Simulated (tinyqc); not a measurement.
Read current of a NAND string, cells in series solved by shooting: one step of the calculation.

Cells in series, numbered from 0 at the source line (0 V) to the bit line, each followed by a gap resistance Rg. A cell with gate Vg, threshold VT, source Vs and drain Vd passes I = 2 nf K Vt^2 [F(Vs) - F(Vd)]/(1 + th max(Vg - VT, 0)), F(V) = ln^2(1 + exp((Vg - VT - nf V)/(2 nf Vt))). The selected cell has Vg = Vr, the others Vg = Vp.

Problem. Node voltages for a trial current. For a trial current I start at 0 V and, cell by cell (the selected one is cell 0), solve for the drain: sqrt(F(Vd)) = sqrt(F(Vs) - I/k), k = 2 nf K Vt^2/(1 + th max(Vg - VT, 0)), Vd = [Vg - VT - 2 nf Vt ln(exp(sqrt F) - 1)]/nf, then add I Rg.

Parameters, values chosen for the exercise; values of the order met in vertical NAND strings: temperature T = 300 K; gain factor of a cell K = 9.6 uA/V^2; slope factor nf = 1.5; mobility reduction factor th = 0.04 1/V; resistance of the gap between cells Rg = 18 kohm; bit-line voltage Vbl = 0.7 V; pass voltage Vp = 6 V; read voltage on the selected word line Vr = 4 V.

Constants: q = 1.602176634e-19 C, kB = 1.380649e-23 J/K, Vt = kB T/q. Results are converted to the units shown.

second trial current = 1.7 uA
thresholds from the source end, cell 0 to 3 (V): [2.9, -1.5, 4.5, -1.5]

Find: node voltage after each cell and gap, trial 2.

Solution.

node voltage after each cell and gap, trial 2, cell 0 to 3 (V): [0.22423, 0.28708, 0.52268, 0.58769]

Program tinyqc, `OMP_NUM_THREADS=1 python tinyqc.py 2142126 2142127 out.jsonl`; Intel Xeon 2.30GHz, shared host, one thread, about 0.6 s.
